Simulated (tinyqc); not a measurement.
# Schottky emission and Poole-Frenkel conduction in an insulator, and how to tell them apart: effect of temperature

Schottky emission (electrode-limited): J = As T^2 exp[-(pb - b sqrt(F))/Vt], b = sqrt(q/(4 pi eps0 ei)). Poole-Frenkel emission (bulk-limited): J = s0 F exp[-(pt - 2 b sqrt(F))/Vt]. F in V/cm.

Both formulas at the same field.

Parameters, values chosen for the exercise; dielectric values close to those of hafnium oxide:

| symbol | value | unit | meaning |
|---|---|---|---|
| ei | 4.57 |  | high-frequency relative permittivity |
| pt | 0.9 | eV | trap depth |
| s0 | 0.17 | S/cm | Poole-Frenkel prefactor |
| pb | 0.85 | eV | electrode barrier |
| As | 50 | A/(cm^2 K^2) | Richardson constant |
| F | 0.8 | MV/cm | field |

Constants: q = 1.602176634e-19 C, kB = 1.380649e-23 J/K, Vt = kB T/q, eps0 = 8.8541878128e-14 F/cm where lengths are in cm. Results are converted to the units shown.

Effect of temperature:
```
T (K),"J, Schottky (A/cm^2)","J, Poole-Frenkel (A/cm^2)",ratio
225,8.326e-10,1.222e-8,0.06816
260,1.350e-7,6.969e-7,0.1937
300,1.099e-5,2.231e-5,0.4926
340,3.280e-4,3.160e-4,1.038
380,0.004909,0.002562,1.916
420,0.04478,0.01394,3.212
475,0.5228,0.08986,5.818
```

The Schottky current grows by 8.80 decades and the Poole-Frenkel current by 6.87, as their lowered barriers are 0.691 and 0.582 eV. A tunnelling current would hardly change over this range.

Program tinyqc, `OMP_NUM_THREADS=1 python tinyqc.py 2370011 2370012 out.jsonl`; Intel Xeon 2.30GHz, shared host, one thread, about 0.01 s.
